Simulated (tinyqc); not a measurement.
Diffused layer (Gaussian), carriers, mobility and sheet resistance with incomplete ionisation: two steps of the calculation.

An n-type layer from the surface x = 0 to the junction xj, N(x) = N0 exp(-(x/Ld)^2). Local neutrality (no depletion at surface or junction, no spilling of carriers), intrinsic carriers neglected, Boltzmann statistics.

Parameters, values chosen for the exercise; values close to those of nitrogen in 4H silicon carbide over a p-type background:
- T = 300 K (temperature)
- Nb = 1.6e14 cm^-3 (background doping of the opposite type)
- N0 = 1.4e17 cm^-3 (peak chemical concentration)
- m1 = 39.2 cm^2/(V s) (mobility limit at high doping)
- m2 = 933 cm^2/(V s) (mobility limit at low doping, at 300 K)
- Nr = 1.92e17 cm^-3 (reference doping of the mobility law)
- am = 0.616 (exponent of the mobility law)
- bt = 1.9 (temperature exponent of m2)
- Ns = 4.84e19 cm^-3 (solubility limit of active dopant)
- NB = 1.67e19 cm^-3 (conduction-band density of states at T)
- Ei = 0.0623 eV (ionisation energy in the dilute limit)
- gd = 2 (degeneracy factor of the level)
- ks = 1.4e-8 eV cm (lowering of Ei per N^(1/3))
- Ld = 140 nm (diffusion length 2 sqrt(D t))

Constants: q = 1.602176634e-19 C, kB = 1.380649e-23 J/K, Vt = kB T/q. Results are converted to the units shown.

Task 1. Junction depth and local values. xj = Ld sqrt(ln(N0/Nb)); 13 equal steps from 0 to xj. Active dopant A = min(N, Ns); n solves n (n + Nb)/(A - Nb - n) = K, K = (NB/gd) exp(-E/Vt), E = max(Ei - ks A^(1/3), 0), so n = 2 K (A - Nb)/[Nb + K + sqrt((Nb + K)^2 + 4 K (A - Nb))]; mobility mu = m1 + (m2 (T/300 K)^(-bt) - m1)/(1 + ((A + Nb)/Nr)^am).

Give: xj; x; N; A; n; mu.

Result 1.

xj = 364.4 nm

```
point  x (nm)  N (cm^-3)  A (cm^-3)  n (1e17 cm^-3)  mu (cm^2/(V s))
0         0.0   1.400e17   1.400e17           1.243            529.3
1        28.0   1.345e17   1.345e17           1.198            534.7
2        56.1   1.193e17   1.193e17           1.073            551.0
3        84.1   9.760e16   9.760e16           0.892            577.7
4       112.1   7.372e16   7.372e16           0.686            613.9
5       140.1   5.139e16   5.139e16           0.486            657.8
6       168.2   3.307e16   3.307e16           0.318            706.5
7       196.2   1.964e16   1.964e16           0.191            756.1
8       224.2   1.076e16   1.076e16           0.105            802.4
9       252.3   5.446e15   5.446e15           0.053            842.0
10      280.3   2.543e15   2.543e15           0.024            872.7
11      308.3   1.096e15   1.096e15           0.009            894.4
12      336.4   4.358e14   4.358e14           0.003            908.2
13      364.4   1.600e14   1.600e14           0.000            916.0
```

At the point of highest doping 88.9 % of the net active dopant gives free carriers. The mobility runs from 529 to 916 cm^2/(V s).

Task 2. Sheet quantities by the trapezoid rule. Dose = integral of N, carrier sheet density = integral of n, 1/Rs = q integral of n mu, mean mobility 1/(q Rs sheet density), Hall mobility (unit Hall factor) = integral of n mu^2 over integral of n mu, Hall sheet density = (integral of n mu)^2/integral of n mu^2; all from 0 to xj.

```
point     x (nm)     N (cm^-3)  n (1e17 cm^-3)  mu (cm^2/(V s))
0        0.00000        1.4e17       1.2427607        529.28326
1       28.02944  1.3449920e17       1.1981726        534.73600
2       56.05888  1.1925997e17       1.0731989        550.99860
3       84.08833  9.7600727e16       0.8916526        577.69102
4      112.11777  7.3721596e16       0.6855662        613.89094
5      140.14721  5.1394867e16       0.4864667        657.79735
6      168.17665  3.3069536e16       0.3177268        706.50066
7      196.20610  1.9639019e16       0.1905713        756.11644
8      224.23554  1.0764523e16       0.1047279        802.44170
9      252.26498  5.4456932e15       0.0525125        841.96083
10     280.29442  2.5426985e15       0.0237524        872.69196
11     308.32387  1.0957713e15       0.0093448        894.40887
12     336.35331  4.3584119e14       0.0027569        908.22581
13     364.38275        1.6e14       0.0000000        915.95731
```

Find: dose; carrier sheet density; Rs; mean mobility; Hall mobility; Hall sheet density.

Result 2.

dose = 1.7366e12 cm^-2
carrier sheet density = 1.5859e12 cm^-2
Rs = 6656.4 ohm/square
mean mobility = 591.27 cm^2/(V s)
Hall mobility = 600.54 cm^2/(V s)
Hall sheet density = 1.5614e12 cm^-2

Carriers make up 91.3 % of the dose. A Hall measurement weights the mobile tail, so its sheet density is 1.5 % below the true one.

Computed by the program tinyqc: `OMP_NUM_THREADS=1 python tinyqc.py 2110008 2110009 out.jsonl`, one thread of a shared Intel Xeon 2.30GHz, about 0.01 s for the whole run.
